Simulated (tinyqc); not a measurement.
## Ground and coupling capacitance from two measurements

Problem. A line has Cg to the planes and Cc to each of two neighbours. Find Cg, Cc, the load when both neighbours switch in antiphase, and the pulse on the line when it floats and both neighbours swing by Vx.

Values chosen for this exercise: swing Vx = 0.8 V.

capacitance with neighbours driven alike and with neighbours grounded (aF/um): 74  244

Solution. Driven alike, Cc carries no charge, which leaves Cg; grounded neighbours give Cg + 2 Cc, antiphase Cg + 4 Cc; a floating line divides the swing as 2 Cc/(Cg + 2 Cc).

Cg = 74.00 aF/um
Cc = 85.00 aF/um
load in antiphase = 414.0 aF/um
pulse = 0.5574 V

tinyqc, about 0.7 s, one thread, Intel Xeon 2.30GHz (shared host): `OMP_NUM_THREADS=1 python tinyqc.py 2790176 2790177 out.jsonl`
